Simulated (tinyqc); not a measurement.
One gate, two gates and a surrounding gate.

Below threshold the potential that source and drain add obeys Laplace's equation, vanishes on the gates and decays along the channel as exp(-k y). The same ts (depleted depth over a conducting body, body thickness or wire diameter), ti and permittivities in three geometries; k is the smallest positive root of: one gate, f(k) = eps_r sin(k ti) cos(k ts) + ei cos(k ti) sin(k ts); two gates, f(k) = ei cos(k ti) cos(k ts/2) - eps_r sin(k ti) sin(k ts/2); wire, f(k) = ei J0(u)[J1(u) Y0(v) - Y1(u) J0(v)] - eps_r J1(u)[J0(u) Y0(v) - Y0(u) J0(v)], u = k ts/2, v = u + k ti. Parabolic estimates of l: sqrt((eps_r/ei) ts ti); sqrt((eps_r/(2 ei)) ts ti (1 + ei ts/(4 eps_r ti))); sqrt([2 eps_r ts^2 ln(1 + 2 ti/ts) + ei ts^2]/(16 ei)), in the same order.

Inputs (values chosen for the exercise); permittivities: semiconductor close to that of germanium, insulator close to that of zirconium oxide: relative permittivity of the semiconductor eps_r = 15.8; relative permittivity of the insulator ei = 24.8; insulator thickness ti = 3 nm; depletion depth ts = 28 nm.

Scale lengths (nm):
```
	Lambda = pi/k	l = 1/k	l(parabolic)
one gate over a conducting body	29.95	9.533	7.315
two gates	31.89	10.15	11.17
wire	20.80	6.620	7.818
```

What does the table show?

The wire has the shortest scale length, 0.652 times that of the double gate; the single gate over a conducting body has 0.939 times it, its layer ending directly on a conductor where the double gate has a second insulator. The parabolic estimates are 23 % below, 10 % above and 18 % above the exact l, in the order of the rows.

tinyqc, about 0.01 s, one thread, Intel Xeon 2.30GHz (shared host): `OMP_NUM_THREADS=1 python tinyqc.py 2420081 2420082 out.jsonl`
